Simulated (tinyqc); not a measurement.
# Reverse leakage of an n+-p junction: diffusion, generation, trap-assisted and band-to-band tunnelling, step by step

tinyqc, about 0.01 s, one thread, Intel Xeon 2.30GHz (shared host): `OMP_NUM_THREADS=1 python tinyqc.py 2290024 2290025 out.jsonl` Printed values are rounded; ~0 in a residual or rate marks an entry under 1e-11 of the largest of its column.

One-sided abrupt junction in the depletion approximation, x from the junction (0) to W on the p side, field F = F0 (1 - x/W). Flat quasi-Fermi levels, long p side. Traps generate through SRH with both lifetimes shortened by 1 + Gamma (Hurkx enhancement, form for moderate fields); band-to-band generation is local and needs a total bending above Eg.

Parameters, values chosen for the exercise; band and dielectric values close to those of silicon:
```
symbol,value,unit,meaning
T,358,K,temperature
Eg,1.13,eV,band gap
eps_r,11.5,,relative permittivity
Nc,3.66e19,cm^-3,conduction-band density of states at T
Nv,3.49e19,cm^-3,valence-band density of states at T
Na,1.2e16,cm^-3,acceptor density of the lighter side
Nd,1e20,cm^-3,donor density of the heavier side
tau,8e-6,s,SRH lifetime of both carriers at zero field
Et,0,eV,trap level above the intrinsic level
mt,0.24,m0,tunnelling mass
Dn,25,cm^2/s,electron diffusion coefficient on the lighter side
Ab,7.8e14,cm^-0.5 V^-2.5 s^-1,band-to-band prefactor
Bb,1.92e7,V/cm,band-to-band field constant
VR,0.7,V,reverse bias
```

Constants: q = 1.602176634e-19 C, kB = 1.380649e-23 J/K, hbar = 1.054571817e-34 J s, m0 = 9.1093837015e-31 kg, Vt = kB T/q, eps0 = 8.8541878128e-14 F/cm where lengths are in cm. Results are converted to the units shown.

Range of the model: The n+ side is degenerate, so Vbi from Boltzmann statistics is only a guide.

## Field, scales and diffusion current

ni = sqrt(Nc Nv) exp(-Eg/(2 Vt)), Eg in volts; Vbi = Vt ln(Na Nd/ni^2); W = sqrt(2 eps0 eps_r (Vbi + VR)/(q Na)); F0 = 2 (Vbi + VR)/W; FG = sqrt(24 mt m0 (kB T)^3)/(q hbar); J_diff = q ni^2 sqrt(Dn/tau)(1 - exp(-VR/Vt))/Na.

ni = 3.97478e11 cm^-3
Vbi = 0.914969 V
W = 413.594 nm
F0 = 78.0943 kV/cm
FG = 471.106 kV/cm
J_diff = 3.72890e-9 A/cm^2

## Generation rates across the layer

u = (Vbi + VR)(1 - x/W)^2, p = Na exp(-u/Vt), n = Nd exp((u - Vbi - VR)/Vt); G0 = ni^2 (1 - exp(-VR/Vt))/(tau (n + p + 2 ni cosh(Et/Vt))); Gamma = 2 sqrt(3 pi)(F/FG) exp((F/FG)^2); trap-assisted part G0 Gamma; G_bb = Ab F^2.5 exp(-Bb/F) with F in V/cm, zero unless Vbi + VR > Eg. 16 equal steps.

| point | x (nm) | F (kV/cm) | Gamma | G0 (cm^-3 s^-1) | G0 Gamma (cm^-3 s^-1) | G_bb (cm^-3 s^-1) |
|---|---|---|---|---|---|---|
| 0 | 0.000 | 78.0943 | 1.04617 | 1.97486e8 | 2.06603e8 | 2.23630e-80 |
| 1 | 25.850 | 73.2134 | 0.977522 | 1.11837e11 | 1.09323e11 | 1.44939e-87 |
| 2 | 51.699 | 68.3325 | 0.909518 | 4.20036e13 | 3.82031e13 | ~0 |
| 3 | 77.549 | 63.4517 | 0.842109 | 7.38829e15 | 6.22175e15 | ~0 |
| 4 | 103.399 | 58.5708 | 0.775248 | 2.44939e16 | 1.89888e16 | ~0 |
| 5 | 129.248 | 53.6899 | 0.708892 | 2.48392e16 | 1.76083e16 | ~0 |
| 6 | 155.098 | 48.8090 | 0.642996 | 2.48419e16 | 1.59732e16 | ~0 |
| 7 | 180.947 | 43.9281 | 0.577517 | 2.48184e16 | 1.43331e16 | ~0 |
| 8 | 206.797 | 39.0472 | 0.512413 | 2.40891e16 | 1.23436e16 | ~0 |
| 9 | 232.647 | 34.1663 | 0.447640 | 1.48596e16 | 6.65177e15 | ~0 |
| 10 | 258.496 | 29.2854 | 0.383156 | 2.34619e15 | 8.98956e14 | ~0 |
| 11 | 284.346 | 24.4045 | 0.318920 | 2.70276e14 | 8.61963e13 | 0 |
| 12 | 310.196 | 19.5236 | 0.254890 | 4.33039e13 | 1.10377e13 | 0 |
| 13 | 336.045 | 14.6427 | 0.191024 | 1.03621e13 | 1.97940e12 | 0 |
| 14 | 361.895 | 9.7618 | 0.127281 | 3.72840e12 | 4.74554e11 | 0 |
| 15 | 387.745 | 4.8809 | 0.0636199 | 2.01896e12 | 1.28446e11 | 0 |
| 16 | 413.594 | 0.0000 | 0 | 1.64561e12 | 0 | 0 |

## Current components

Each current is q times the trapezoid sum of its rate; J adds J_diff; J_bb under 1e-8 of the sum is given as 0.

J_SRH = 6.13156e-8 A/cm^2
J_TAT = 3.85818e-8 A/cm^2
J_bb = 0 A/cm^2
J = 1.03626e-7 A/cm^2

A fine grid gives J = 1.045e-7 A/cm^2; the coarse sum is 0.82 % below it. On the fine grid the largest part is SRH generation (59.1 %). The simple estimate q ni W/(2 tau cosh(Et/Vt)) is 2.66 times the fine-grid J_SRH of 6.179e-8 A/cm^2, since near both edges n or p is large enough to quench generation.
